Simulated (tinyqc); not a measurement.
## p-n heterojunction, non-linear Poisson equation by Newton steps, Boltzmann statistics: effect of the donor density of material 2

One dimension, material 1 (p-type) at x < 0 and material 2 (n-type) at x > 0. Band edges: Ec = -psi in material 1 and -psi + dEc in material 2, Ev = Ec - Eg. Flat quasi-Fermi levels: 0 for holes, +V for electrons. n = Nc F((EFn - Ec)/Vt), p = Nv F((Ev - EFp)/Vt), with F(eta) = exp(eta) (Boltzmann statistics); full ionisation, no interface charge, classical densities; the doping types are chosen for the exercise.

Exact first integral: on each side D^2/(2 eps0 er) = G, G = q [Vt (nI_j - nI_b) + Vt (pI_j - pI_b) - C (psi_j - psi_b)], with C = -N1 or +N2, b the neutral end of that side, and nI, pI the densities themselves. D is continuous, so er1 G1(psi_j) = er2 G2(psi_j) fixes psi_j. Ends from Nv1 F((-psi_L - Eg1)/Vt) = N1 and Nc2 F((V + psi_R - dEc)/Vt) = N2. D is counted positive when psi rises towards material 2. Depletion (Anderson) capacitance C^2 = q eps0 er1 er2 N1 N2/(2 (er1 N1 + er2 N2)(psi_R - psi_L)). -dD/dV is the change of the displacement at the interface with both quasi-Fermi levels flat; it is the terminal capacitance only while neither side holds an inversion layer. n_j and p_j are densities at the interface.

Inputs (values chosen for the exercise); band and dielectric values close to those of InAlAs and InP:

| symbol | value | unit | meaning |
|---|---|---|---|
| T | 300 | K | temperature |
| Eg1 | 1.45 | eV | band gap of material 1 |
| er1 | 12.2 |  | relative permittivity of material 1 |
| Nc1 | 5e17 | cm^-3 | conduction-band density of states of material 1 |
| Nv1 | 1.01e19 | cm^-3 | valence-band density of states of material 1 |
| Eg2 | 1.35 | eV | band gap of material 2 |
| er2 | 12.6 |  | relative permittivity of material 2 |
| Nc2 | 5.78e17 | cm^-3 | conduction-band density of states of material 2 |
| Nv2 | 1.11e19 | cm^-3 | valence-band density of states of material 2 |
| dEc | -0.28 | eV | conduction-band offset Ec2 - Ec1 |
| N1 | 3.4e17 | cm^-3 | acceptor density of material 1 |
| V | 0 | V | bias of side 1 against side 2 |

Constants: q = 1.602176634e-19 C, kB = 1.380649e-23 J/K, Vt = kB T/q, eps0 = 8.8541878128e-14 F/cm where lengths are in cm. Results are converted to the units shown.

Result of one run:

| psi_R - psi_L (V) | psi_j - psi_L (V) | psi_R - psi_j (V) | D/q (cm^-2) | n_j in 1 (cm^-3) | p_j in 2 (cm^-3) | -dD/dV (nF/cm^2) | depletion C (nF/cm^2) |
|---|---|---|---|---|---|---|---|
| 0.9395 | 0.02033 | 0.9191 | 1.693e11 | 1.427e-5 | 1.611e14 | 14.95 | 14.74 |

Which donor density of material 2 N2 gave this result: 2.3e15, 5.1e15, 2.4e16 or 1.2e17 cm^-3?

N2 = 2.3e15 cm^-3.

The whole series:

| N2 (cm^-3) | psi_R - psi_L (V) | psi_j - psi_L (V) | psi_R - psi_j (V) | D/q (cm^-2) | n_j in 1 (cm^-3) | p_j in 2 (cm^-3) | -dD/dV (nF/cm^2) | depletion C (nF/cm^2) |
|---|---|---|---|---|---|---|---|---|
| 4.8e14 | 0.8989 | 0.008587 | 0.8904 | 7.662e10 | 9.060e-6 | 2.537e14 | 6.935 | 6.903 |
| 1.1e15 | 0.9204 | 0.01344 | 0.9069 | 1.165e11 | 1.093e-5 | 2.103e14 | 10.43 | 10.32 |
| 2.3e15 | 0.9395 | 0.02033 | 0.9191 | 1.693e11 | 1.427e-5 | 1.611e14 | 14.95 | 14.74 |
| 5.1e15 | 0.9600 | 0.03247 | 0.9276 | 2.531e11 | 2.282e-5 | 1.007e14 | 21.99 | 21.62 |
| 1.1e16 | 0.9799 | 0.05260 | 0.9273 | 3.716e11 | 4.971e-5 | 4.624e13 | 31.79 | 31.16 |
| 2.4e16 | 1.000 | 0.08954 | 0.9105 | 5.438e11 | 2.075e-4 | 1.108e13 | 45.79 | 44.71 |
| 5.3e16 | 1.021 | 0.1602 | 0.8604 | 7.848e11 | 0.003187 | 7.213e11 | 64.87 | 63.23 |
| 1.2e17 | 1.042 | 0.2903 | 0.7514 | 1.101e12 | 0.4897 | 4.694e9 | 89.10 | 86.86 |

As N2 goes from 4.8e14 to 1.2e17, the total bending rises from 0.899 to 1.04 V and the sheet charge D/q rises from 7.66e10 to 1.10e12 cm^-2; the share of the bending in material 1 rises from 0.955 to 27.9 %. The capacitance departs most from the depletion formula at N2 = 5.3e16, where it is 2.6 % above it.

Numbers from tinyqc (`OMP_NUM_THREADS=1 python tinyqc.py 2040120 2040121 out.jsonl`; about 0.05 s on one thread of a shared Intel Xeon 2.30GHz).
